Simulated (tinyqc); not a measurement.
Changing the defect mass M': vibrations of a mass or spring defect in a linear chain. Computed by tinyqc, a small Python program. Command: `OMP_NUM_THREADS=1 python tinyqc.py 3017477 3017478 out.jsonl localmode sweep`. One thread of a shared host (Intel(R) Xeon(R) Processor @ 2.30GHz), about 0.04 s of CPU time with the checks.

A ring of N atoms with nearest-neighbour springs k and motion along the chain. Atom 1 is the defect, of mass M', and its two springs are k'. Odd sites are A (the defect replaces an A atom), even sites B.

Inputs (values chosen for the exercise, for a model chain):
```
quantity                         value           unit
spring constant k                  3.7  eV/angstrom^2
mass M_A                            90              u
mass M_B                           179              u
spring ratio k'/k at the defect    1.7              -
```

Host: diatomic.

Constants: nu for 1 eV/(angstrom^2 u) = 15.6333042 THz.

Method:
- Host bands: lambda from 0 to 2k/M(heavy) and from 2k/M(light) to 2k (1/M_A + 1/M_B).
- nu = 15.6333042 THz x sqrt(lambda), lambda in eV/(angstrom^2 u).
- D_ii = (sum of the two springs at i)/M_i, D_ij = -k_ij/sqrt(M_i M_j) for neighbours, closed into a ring.
- The same matrix for 120 atoms; amplitudes are the mass-weighted eigenvector, in size, relative to the defect, for the highest mode; its weight is the squared component of the normalised eigenvector on the defect.

One run for each value; columns: (1) defect mass M' (u); (2) ratio to the top of the host band; (3) weight of the highest mode on the defect; (4) highest frequency, long ring (THz):
```
(1)       (2)      (3)     (4)
3.6    5.3448  0.98993  29.371
5.7    4.2601  0.98403  23.411
9.0    3.4060  0.97474  18.717
14.0   2.7501  0.96058  15.113
23.0   2.1731  0.93483  11.942
36.0   1.7694  0.89683   9.724
57.0   1.4497  0.83227   7.967
90.0   1.2130  0.71593   6.666
140.0  1.0600  0.46974   5.825
220.0  1.0008  0.04594   5.500
```

Describe and explain the trends.

Over the rows, ratio to the top of the host band falls from 5.34 to 1.00 (exponent d ln y / d ln x -0.49 between the first rows and -0.13 between the last); weight of the highest mode on the defect falls from 0.990 to 0.0459 (exponent d ln y / d ln x -0.013 between the first rows and -5.1 between the last); highest frequency, long ring (THz) falls from 29.4 to 5.50 (exponent d ln y / d ln x -0.49 between the first rows and -0.13 between the last). At the low end the exponent of highest frequency, long ring is -0.49, close to -0.50: a very light atom vibrates against nearly fixed neighbours. A mode above the band (ratio over 1.0005) appears for M' up to 220 u among these rows, 2.4 of the mass replaced.

Extremes, crossings and ranges named in words are read from the listed rows.
